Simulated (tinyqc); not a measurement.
Six-band Luttinger-Kohn model with strain: one step. The edges in closed form.

Values chosen for the exercise (out of a larger set: near those of Si; not measured data):
- Dso = 0.046 eV (spin-orbit splitting)
- av = 2.4 eV (valence hydrostatic potential)
- b = -2.18 eV (tetragonal shear potential)

strain tensor:
```
,x,y,z
x,-0.00225214,0.00000000,0.00000000
y,0.00000000,-0.00225214,0.00000000
z,0.00000000,0.00000000,0.00768376
```

Problem. With R = S = 0: P = -av tr(e), Q = -(b/2)(exx + eyy - 2 ezz), W = sqrt(Dso^2 + 2 Dso Q + 9 Q^2); E(HH) = -P - Q, E(LH) and E(SO) = -P + (Q - Dso +/- W)/2. Without the coupling to the split-off band E(LH) = -P + Q.

Give: P; Q; W; E(HH), E(LH), E(SO); E(LH) without the coupling.

Solution.

P = -0.00763 eV
Q = -0.02166 eV
W = 0.06592 eV

E(HH), E(LH), E(SO) (eV): 0.0293  0.0068  -0.0592

E(LH) without the coupling = -0.0140 eV

The heavy-hole edge is on top. The coupling raises the light-hole edge by 20.8 meV; to lowest order it is 2 Q^2/Dso = 20.4 meV, with |Q|/Dso = 0.47.

Program tinyqc; command `OMP_NUM_THREADS=1 python tinyqc.py 1051539 1051540 out.jsonl`; about 0.05 s on one thread of a shared Intel(R) Xeon(R) Processor @ 2.30GHz.
